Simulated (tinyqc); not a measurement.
Carrier lifetime of a p-type layer with SRH, radiative, Auger and surface recombination: lifetime against injection.

Uniform excess density dn = dp (no trapping), n = n0 + dn, p = p0 + dn, Boltzmann statistics, full ionisation. Surfaces enter as a rate 2 S dn/d, which holds while diffusion to them is fast.

ni = sqrt(Nc Nv) exp(-Eg/(2 Vt)), Eg in volts; majority density N/2 + sqrt(N^2/4 + ni^2), n0 p0 = ni^2; n1 = Nc exp(-Et/Vt), p1 = Nv exp((Et - Eg)/Vt); tn0 = 1/(sn vth Nt), tp0 = 1/(sp vth Nt). With e = n p - ni^2 = dn (n0 + p0 + dn): U_SRH = e/(tp0 (n + n1) + tn0 (p + p1)), U_rad = B e, U_Aug = (Cn n + Cp p) e, U_s = 2 S dn/d. Each tau is dn over its rate; tau = dn/U with U the sum.

Inputs (values chosen for the exercise); band and dielectric values those of a made-up semiconductor: temperature T = 350 K; band gap Eg = 1.22 eV; conduction-band density of states at T Nc = 3.2e19 cm^-3; valence-band density of states at T Nv = 3.59e19 cm^-3; radiative coefficient B = 3.57e-15 cm^3/s; acceptor density N = 5.6e16 cm^-3; Auger coefficient (two electrons) Cn = 1.5e-31 cm^6/s; Auger coefficient (two holes) Cp = 1.4e-31 cm^6/s; trap density Nt = 2.1e13 cm^-3; capture cross-section for electrons sn = 1e-15 cm^2; capture cross-section for holes sp = 1e-17 cm^2; thermal velocity (both carriers) vth = 1.8e7 cm/s; trap level below the conduction band Et = 0.73 eV; surface recombination velocity (both faces) S = 0 cm/s; sample thickness d = 30 um.

Constants: q = 1.602176634e-19 C, kB = 1.380649e-23 J/K, Vt = kB T/q. Results are converted to the units shown.

Results:

| dn (cm^-3) | tau_SRH (s) | tau_rad (s) | tau_Aug (s) | tau (s) | radiative share (%) | largest path |
|---|---|---|---|---|---|---|
| 1e11 | 2.646e-6 | 0.005002 | 0.002278 | 2.642e-6 | 0.05281 | SRH |
| 1e12 | 2.650e-6 | 0.005002 | 0.002278 | 2.646e-6 | 0.05290 | SRH |
| 1e13 | 2.693e-6 | 0.005001 | 0.002276 | 2.688e-6 | 0.05375 | SRH |
| 1e14 | 3.117e-6 | 0.004993 | 0.002265 | 3.111e-6 | 0.06231 | SRH |
| 1e15 | 7.287e-6 | 0.004914 | 0.002158 | 7.252e-6 | 0.1476 | SRH |
| 1e16 | 4.273e-5 | 0.004244 | 0.001411 | 4.107e-5 | 0.9677 | SRH |
| 1e18 | 2.532e-4 | 2.653e-4 | 3.179e-6 | 3.103e-6 | 1.170 | Auger |
| 1e19 | 2.657e-4 | 2.786e-5 | 3.420e-8 | 3.415e-8 | 0.1226 | Auger |

Estimate the missing row, dn = 1e17 cm^-3.

Computed row:

| dn (cm^-3) | tau_SRH (s) | tau_rad (s) | tau_Aug (s) | tau (s) | radiative share (%) | largest path |
|---|---|---|---|---|---|---|
| 1e17 | 1.722e-4 | 0.001796 | 1.740e-4 | 8.258e-5 | 4.599 | SRH |

With this row back in the table: SRH recombination leads at dn = 1e11, Auger from 1e18 on. The total lifetime goes from 2.64e-6 through a maximum of 8.26e-5 (at dn = 1e17 among the rows listed) to 3.42e-8 s. tau_SRH goes from 2.65e-6 s (low-injection limit 2.65e-6 s) to 2.66e-4 s (high-injection limit tn0 + tp0 = 2.67e-4 s). Between the last two rows tau_rad goes as dn^(-0.98) and tau_Aug as dn^(-1.97); the radiative share goes from 0.0528 through a maximum of 4.60 (at dn = 1e17 among the rows listed) to 0.123 %. For dn = 1e19 the carriers are degenerate, where B and the Auger coefficients no longer stay constant.

Computed by the program tinyqc: `OMP_NUM_THREADS=1 python tinyqc.py 2300118 2300119 out.jsonl`, one thread of a shared Intel Xeon 2.30GHz, about 0.01 s for the whole run.
